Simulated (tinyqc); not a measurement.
From junction depth x_j back to background C_B: sheet resistance of a shallow doped layer with concentration-dependent mobility and limited activation. Computed by tinyqc, a small Python program. Command: `OMP_NUM_THREADS=1 python tinyqc.py 3025023 3025024 out.jsonl irvin inv`. One thread of a shared host (Intel(R) Xeon(R) Processor @ 2.30GHz), about 0.02 s of CPU time with the checks.

A layer of one dopant lies in a background of the opposite type. Current flows parallel to the surface down to the junction; depletion is ignored.

Inputs (values chosen for the exercise, modelled on arsenic in silicon):
```
quantity                         value       unit
surface concentration C_s      4.9e+19     1/cm^3
length l                           7.2         nm
tail abruptness                    5.4  nm/decade
prefactor of the active limit  2.2e+22     1/cm^3
energy of the active limit       0.463         eV
anneal temperature T               850          C
```

Profile: box with exponential tail.

Constants: k_B = 8.617333262e-05 eV/K.

Method:
- C(x) = C_s for x < l and C_s 10^(-(x - l)/abruptness) beyond.
- Temperatures in kelvin are T(C) + 273.15.
- Active limit C_a = prefactor x exp(-energy/(k_B T)); the junction lies where C = C_B, and the profile exceeds C_a down to x_a (zero if C_s is below C_a). Slope at the junction in nm per decade = ln(10) C/|dC/dx|.

Task: A run gave the result below. Find the background C_B, known to lie between 7.6e+14 and 1.8e+15 1/cm^3.

junction depth x_j = 32.17495 nm

Result:

Each step takes the trial c = (a f_b - b f_a)/(f_b - f_a), f being the result less the target and a, b, c the logarithms of the listed values; c replaces end b, the old b replaces a if the sign of f changed, and otherwise f_a is halved.

Scan of the range:
```
background C_B (1/cm^3)  junction depth x_j (nm)
7.60e+14                                 33.1707
8.77e+14                                 32.8349
1.01e+15                                 32.5037
1.17e+15                                 32.1589
1.35e+15                                 31.8233
1.56e+15                                 31.4842
1.80e+15                                 31.1486
```

False position (Illinois rule, in the logarithm of the input) inside the bracket:
```
step     end a     end b        trial  junction depth x_j (nm)
1     1.01e+15  1.17e+15  1.16200e+15                 32.17495
```

Junction depth x_j falls at every point of a 13-point scan of the range (every second point is shown), so one value fits; it is bracketed by 1.01e15 and 1.17e15. Answer: background C_B = 1.162e15 1/cm^3.
